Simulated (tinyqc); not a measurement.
Finite-difference solution of the diffusion equation on a small grid: one step, computed by the program tinyqc.

dC/dt = D d2C/dx2 on nodes x_j = j dx, j = 0..9; the far end is sealed.

Problem. Amplification factors. The mode of M with eigenvalue mu has its amplitude multiplied per step by g = (1 + (1 - theta) r mu)/(1 - theta r mu), with theta = 0 explicit, 1 implicit, 1/2 Crank-Nicolson; the explicit scheme is stable for r up to 2/|mu_min|.

Boundary at x = 0: sealed surface. Scheme: explicit.

operator M:
```
    0   1   2   3   4   5   6   7
0  -2   2   0   0   0   0   0   0
1   1  -2   1   0   0   0   0   0
2   0   1  -2   1   0   0   0   0
3   0   0   1  -2   1   0   0   0
4   0   0   0   1  -2   1   0   0
5   0   0   0   0   1  -2   1   0
6   0   0   0   0   0   1  -2   1
7   0   0   0   0   0   0   1  -2
8   0   0   0   0   0   0   0   1
9   0   0   0   0   0   0   0   0

    8   9
0   0   0
1   0   0
2   0   0
3   0   0
4   0   0
5   0   0
6   0   0
7   1   0
8  -2   1
9   2  -2
```

mesh ratio r = 0.2944

Give: eigenvalues mu of M; factors g; largest stable r of the explicit scheme.

Solution.

eigenvalues mu of M: -4.0000  -3.8794  -3.5321  -3.0000  -2.3473  -1.6527  -1.0000  -0.4679  -0.1206  0.0000

factors g: -0.1776  -0.1421  -0.0398  0.1168  0.3090  0.5134  0.7056  0.8622  0.9645  1.0000

largest stable r of the explicit scheme = 0.5

The smallest factor is -0.178: the shortest waves flip sign at each step while they decay.
